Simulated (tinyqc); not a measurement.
Raman shift of the zone-centre optical phonon of a diamond-structure crystal under stress: one step, computed by the program tinyqc. Command: `OMP_NUM_THREADS=1 python tinyqc.py 3010588 3010589 out.jsonl ramanstress walk`. One thread of a shared host (Intel(R) Xeon(R) Processor @ 2.30GHz), about 0.01 s of CPU time with the checks.

Axes x, y, z are the cube axes. Strain shifts the threefold optical mode and can split it; p, q and r are the phonon deformation potentials.

Problem. The line seen from a (001) surface. Backscattering from a (001) surface: incident polarisation (cos phi, sin phi, 0). With Raman tensors (R_z)_xy = (R_z)_yx = 1 and cyclic, only the z component u_z of a mode counts: I = u_z^2 sin^2(2 phi) for parallel and u_z^2 cos^2(2 phi) for crossed polarisers. An unresolved line sits at the intensity-weighted shift, which is M_zz/(2 omega_0).

Inputs (values chosen for the exercise, modelled on silicon): stress sigma (tension positive) = -1.8 GPa; polarisation angle phi = 10 degree.

Stress state: biaxial. Axis: [110].

M/(2 omega_0) (1/cm):
```
           x          y         z
x   7.340309  -2.046933  0.000000
y  -2.046933   7.340309  0.000000
z   0.000000   0.000000  6.066503
```

Give: total intensity, parallel; total intensity, crossed; shift of the observed line; shift per stress; stress per shift.

Solution.

total intensity, parallel = 0.11698

total intensity, crossed = 0.88302

shift of the observed line = 6.0665 1/cm

shift per stress = -3.3703 1/(cm GPa)

stress per shift = -296.71 MPa cm

The z-polarised mode is an eigenmode here, so one line is seen. Caution: this stress has components normal to the (001) face, so it cannot reach a free (001) surface; it can act on buried material.
